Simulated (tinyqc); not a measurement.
Range and order of the fit: effective mass of the light-hole band from tabulated energies.

c = hbar^2/2m0.
Constants: hbar^2/2m0 = 3.80998211 eV angstrom^2.

Energies along [110], from the band edge downward:
```
k (1/angstrom)   E (meV)
0.000000         0.00000
0.003700         1.25840
0.007400         4.99220
0.011100        11.08010
0.014800        19.32730
0.018500        29.47660
0.022200        41.22120
0.025900        54.21970
0.029600        68.11320
```

reference mass (curvature of the model at k = 0.0001 1/angstrom) = 0.041335 m0

Least-squares fits of E = a k^2 (+ b k^4 + d k^6) over points 1 to n, and the line y = c k^2/E against E; errors of m against the reference.

Results:
```
n  E at point n (meV)  one term (%)  two terms (%)  three terms (%)  line (%)  rms residual, one term (meV)
3                11.1          2.24           0.02             0.00     -0.02                         0.038
4                19.3          3.84           0.06             0.00     -0.04                         0.115
5                29.5          5.85           0.14             0.00     -0.09                         0.264
6                41.2          8.29           0.27             0.01     -0.17                         0.514
7                54.2         11.16           0.48             0.02     -0.30                         0.896
8                68.1         14.50           0.78             0.04     -0.50                         1.440
```

What does the comparison show?

The error of the parabola goes from +2.24 to +14.50 % as the range widens, and at n = 8 its residual, 1.44 meV, is only 2.1 % of the top energy: a small residual does not vouch for the mass. Over the full range (n = 8) the best form is three terms (0.04 %); the line errs by -0.02 % at n = 3 and -0.50 % at n = 8. Without scatter, a narrower range or a second term is the cure: at n = 8 the errors are +14.50, +0.78 and +0.04 % for one, two and three terms. Three terms on three points interpolate exactly.

tinyqc: `OMP_NUM_THREADS=1 python tinyqc.py 1880734 1880735 out.jsonl`; about 0.01 s, one thread, shared Intel(R) Xeon(R) Processor @ 2.30GHz.
